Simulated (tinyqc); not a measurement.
Lateral field, substrate current, probability of reaching the oxide barrier and hot-carrier lifetime of a silicon transistor (pseudo-two-dimensional and lucky-electron models): one step, computed by the program tinyqc.

Local-field models: a lucky carrier gains its energy at the peak field over a path free of collisions. Voltages are magnitudes.

Question. Hot-carrier currents and lifetime. C_ox = 3.9 eps_0/t; F_sat = 2 v_s/mu; V_Dsat = V_ov F_sat L/(V_ov + F_sat L), V_ov = V_G - V_T; I_D/W = C_ox v_s (V_ov - V_Dsat). Scale length l = 0.22 t^(1/3) x_j^(1/2) (all in cm); F_m = sqrt(((V_D - V_Dsat)/l_e)^2 + F_sat^2), with l_e = l + L_n; length of the velocity-saturated region l_e ln((V_D - V_Dsat)/(l_e F_sat) + F_m/F_sat). Substrate current I_sub/I_D = (A_i/B_i)(V_D - V_Dsat) exp(-B_i/F_m); probability of reaching the oxide barrier exp(-phi_b/(e lambda F_m)); lifetime tau = (H/(I_D/W)) exp(phi_it/(e lambda F_m)).

Inputs (values chosen for the exercise, modelled on a silicon n-channel):

| quantity | value | unit |
|---|---|---|
| channel length L | 770 | nm |
| oxide thickness t | 13 | nm |
| junction depth x_j | 150 | nm |
| mobility mu | 360 | cm^2/(V s) |
| saturation velocity v_s | 0.79 | 1e7 cm/s |
| threshold voltage V_T | 0.47 | V |
| gate voltage V_G | 4.3 | V |
| drain voltage V_D | 6.3 | V |
| ionisation prefactor A_i | 1.7e+06 | 1/cm |
| ionisation field B_i | 1.69 | MV/cm |
| hot-carrier mean free path lambda | 7.6 | nm |
| oxide barrier phi_b | 3.1 | eV |
| interface-trap threshold phi_it | 3.8 | eV |
| lifetime constant H | 20 | s microampere/micrometre |
| length of the depleted extension L_n | 87 | nm |

Drain: lightly doped extension.

Constants: eps_0 = 8.8541878128e-12 F/m.

Give: I_sub/I_D; substrate current I_sub/W; probability of reaching phi_b; lifetime tau; exponent m = phi_it/(e lambda B_i).

Answer.

I_sub/I_D = 0.005857

substrate current I_sub/W = 2.501 microampere/micrometre

probability of reaching phi_b = 1.067e-07

lifetime tau = 1.647e+07 s

exponent m = phi_it/(e lambda B_i) = 2.959

Since both exponentials depend on 1/F_m, tau I_D scales about as (I_sub/I_D)^(-m) with m = 2.96, which lets I_sub serve as the monitor. The lifetime is 0.0522 times ten years (3.156e8 s).
